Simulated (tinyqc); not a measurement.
Junction parameters from two forward currents.

Question. D(v) = J1 (exp(v/Vt) - 1) + J2 (exp(v/(2 Vt)) - 1). Find J1, J2 and the voltage 2 Vt ln(J2/J1) near which both parts are equal.

Parameters, values chosen for the exercise:
```
symbol,value,unit,meaning
T,330,K,temperature
```

Constants: q = 1.602176634e-19 C, kB = 1.380649e-23 J/K, Vt = kB T/q. Results are converted to the units shown.

junction voltages (V): [0.34, 0.61]
currents (uA/um): [7.5018018e-6, 0.0011542010]

Answer. The current is linear in J1 and J2, so two points give two equations.

J1 = 1.40e-13 uA/um
J2 = 1.90e-8 uA/um
crossover = 0.672 V

Program tinyqc, `OMP_NUM_THREADS=1 python tinyqc.py 2182153 2182154 out.jsonl`; Intel Xeon 2.30GHz, shared host, one thread, about 0.2 s.
